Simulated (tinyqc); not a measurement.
# Changing the temperature T

Model: heavy doping: band filling, gap narrowing, band tails and the effective intrinsic density. Computed by tinyqc, a small Python program. Command: `OMP_NUM_THREADS=1 python tinyqc.py 3001885 3001886 out.jsonl gapnarrow sweep`. One thread of a shared host (Intel(R) Xeon(R) Processor @ 2.30GHz), about 0.06 s of CPU time with the checks.

An n-type crystal above its Mott density, with all dopants ionised: n = N_D - N_A, ionised centres N_I = N_D + N_A. Valleys are taken as spherical with mass m_e.

Inputs (values chosen for the exercise, modelled on CdTe):
```
quantity                      value   unit
gap E_g                        1.52     eV
electron mass m_e            0.0977    m_0
valleys M_c                       1      -
hole mass m_h                 0.637    m_0
dielectric constant eps        10.2      -
donor density N_D           1.7e+19  cm^-3
compensation ratio N_A/N_D        0      -
```

Conduction band: non-parabolic (Kane).

Constants: a_0 = 0.529177210903 angstrom; Ry = 13.605693123 eV; k_B = 8.617333262e-05 eV/K; hbar^2/(2 m_0) = 3.80998212 eV angstrom^2; e = 1.602176634e-19 C; eps_0 = 8.8541878128e-12 F/m; e^2/(4 pi eps_0) = 14.39964548 eV angstrom.

Method:
- n = N_D (1 - ratio); Ry* = Ry m_e/eps^2, a* = a_0 eps/m_e; r_s = (3/(4 pi n))^(1/3)/a*; k_F = (3 pi^2 n/M_c)^(1/3); Mott density (0.26/a*)^3.
- n = M_c (1/(2 pi^2)) (m_e/(hbar^2/2m_0))^(3/2) int sqrt(E (1 + aE)) (1 + 2 aE) f dE with a = (1 - m_e)^2/E_g, f = 1/(1 + exp((E - E_F)/k_B T)); trapezoid rule in t = sqrt(E/k_B T), step 0.02 up to 12; E_F by bisection from the band edge.
- At T = 0, E_F (1 + a E_F) = (hbar^2/2m_0) k_F^2/m_e; dn/dE_F uses f (1 - f)/k_B T in place of f.
- Screening: q^2 = (e/(eps eps_0)) dn/dE_F. Exchange lowers the conduction band by (1/pi) k_F e^2/(4 pi eps_0 eps) (T = 0 Hartree-Fock at k_F, taken as a rigid shift). Screening raises the valence band by (q/2) e^2/(4 pi eps_0 eps) (static Coulomb hole). The narrowing is the sum; electron correlation and carrier-ion shifts are left out. Root-mean-square potential of randomly placed ions: V_rms = (e^2/(4 pi eps_0 eps)) sqrt(2 pi N_I/q).
- Absorption edge of a direct gap, from the valence band at k_F (T = 0 value) to the Fermi level: E_g - narrowing + E_F + (hbar^2/2m_0) k_F^2/m_h, k_F = (3 pi^2 n)^(1/3); the shift is the edge less E_g. n p/n_i^2 = exp(narrowing/k_B T) x (n/N) exp(-E_F/k_B T), N being the limit of n exp(-E_F/k_B T) far below the edge (taken at E_F = -12 k_B T); apparent narrowing = k_B T ln(n p/n_i^2).

One run for each value; columns: (1) temperature T (K); (2) E_F above the band edge (meV); (3) screening length 1/q (angstrom); (4) apparent narrowing (meV); (5) gap narrowing (meV):
```
(1)    (2)    (3)     (4)    (5)
60   220.5  21.01  -122.7  69.34
83   220.4  21.01  -115.2  69.34
120  220.1  21.02  -104.7  69.32
160  219.6  21.04   -95.0  69.29
220  218.7  21.08   -82.6  69.24
310  216.7  21.15   -67.5  69.12
430  212.9  21.30   -51.8  68.88
600  205.1  21.62   -35.4  68.39
```

Describe and explain the trends.

Over the rows, E_F above the band edge (meV) falls from 221 to 205 (exponent d ln y / d ln x -0.0019 between the first rows and -0.11 between the last); screening length 1/q (angstrom) rises from 21.0 to 21.6 (exponent d ln y / d ln x 6.9e-4 between the first rows and 0.045 between the last); apparent narrowing (meV) rises from -123 to -35.4 (exponent d ln y / d ln x -0.20 between the first rows and -1.1 between the last). At the low end the exponent of screening length 1/q is 0.00, close to 0: degenerate screening does not depend on T.

Caution (all rows): the screening length is well below a*, where static Thomas-Fermi screening overstates the Coulomb hole.
